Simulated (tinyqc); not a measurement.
Off-state leakage of single and stacked transistors: two steps of the calculation.

n-channel devices of unit width. Subthreshold current I(Vg, Vs, Vd) = I0 (T/300 K)^0.5 exp[(Vg - Vs - VT(T) - gb (Vs - Vb) + dd (Vd - Vs))/(nf Vt)] (1 - exp(-(Vd - Vs)/Vt)), VT(T) = VT - cT (T - 300 K). Gate-edge tunnelling Ig (Vd/1 V) exp(ag (Vd - 1 V)), for a gate at 0 V, and band-to-band leakage Ab u exp(-Bb/u), u = Vd - Vb + 1 V, flow at a drain held at V; both are taken as independent of T. In a stack of off transistors (all gates at 0 V) the same subthreshold current passes through each.

Values chosen for this exercise; values of the order met in bulk silicon logic transistors: temperature T = 300 K; supply voltage V = 0.9 V; threshold at 300 K, zero drain and body bias VT = 0.46 V; fall of the threshold with temperature cT = 0.8 mV/K; current at threshold at 300 K I0 = 0.7 uA/um; slope factor nf = 1.27; drain-induced lowering per volt dd = 0.13; rise of the threshold per volt of source-body bias gb = 0.24; gate-edge tunnelling current at 1 V Ig = 7e-5 uA/um; exponential slope of the gate current ag = 4.8 1/V; prefactor of band-to-band leakage at the drain Ab = 10 uA/(um V); its exponential voltage Bb = 29 V; body voltage Vb = -0.3 V.

Constants: q = 1.602176634e-19 C, kB = 1.380649e-23 J/K, Vt = kB T/q. Results are converted to the units shown.

Problem 1. Leakage of one transistor. Vg = Vs = 0, Vd = V; effective threshold VT(T) - gb Vb - dd V.

Find: effective threshold; parts; total; shares.

Solution 1.

effective threshold = 0.41500 V
parts (nA/um): subthreshold 0.0022676, gate edge 0.038983, band-to-band 0.041460
total = 0.082711 nA/um
shares (%): subthreshold 2.7416, gate edge 47.132, band-to-band 50.126

The band-to-band part is the largest.

Problem 2. New Vx. Stack of two, Vx the node between them: I_low = I(0, 0, Vx), I_up = I(0, Vx, V), f = ln(I_up/I_low), f' = -(1 + gb + 2 dd)/(nf Vt) - 1/(Vt (exp(Vx/Vt) - 1)) - 1/(Vt (exp((V - Vx)/Vt) - 1)), Vx(new) = Vx - f/f'.

Vx at the start = 0.078 V

Give: I_low; I_up; f; f'; Vx after iteration 1.

Solution 2.

I_low = 8.323e-5 nA/um
I_up = 8.751e-5 nA/um
f = 0.05018
f' = -47.68 1/V
Vx after iteration 1 = 0.07905 V

Computed by the program tinyqc: `OMP_NUM_THREADS=1 python tinyqc.py 2242001 2242002 out.jsonl`, one thread of a shared Intel Xeon 2.30GHz, about 0.03 s for the whole run.
